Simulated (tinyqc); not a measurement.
## Slope factor and drain-induced lowering from three currents

Problem. With source and body at 0 V, I = A exp((Vg + dd Vd)/(nf Vt)) (1 - exp(-Vd/Vt)). Find nf, the swing nf Vt ln 10 and dd.

Inputs (values chosen for the exercise):

| symbol | value | unit | meaning |
|---|---|---|---|
| T | 330 | K | temperature |

Constants: q = 1.602176634e-19 C, kB = 1.380649e-23 J/K, Vt = kB T/q. Results are converted to the units shown.

currents at (Vg, Vd) = (0, 0.05), (0, 1.1) and (0.06, 1.1) V (nA/um): 0.18239089  13.719964  59.998240

Solution. The pair at equal Vd gives nf; the pair at equal Vg, after dividing out the factors 1 - exp(-Vd/Vt), gives dd.

nf = 1.430
swing = 93.64 mV/decade
dd = 0.1600

Program tinyqc, `OMP_NUM_THREADS=1 python tinyqc.py 2242212 2242213 out.jsonl`; Intel Xeon 2.30GHz, shared host, one thread, about 0.03 s.
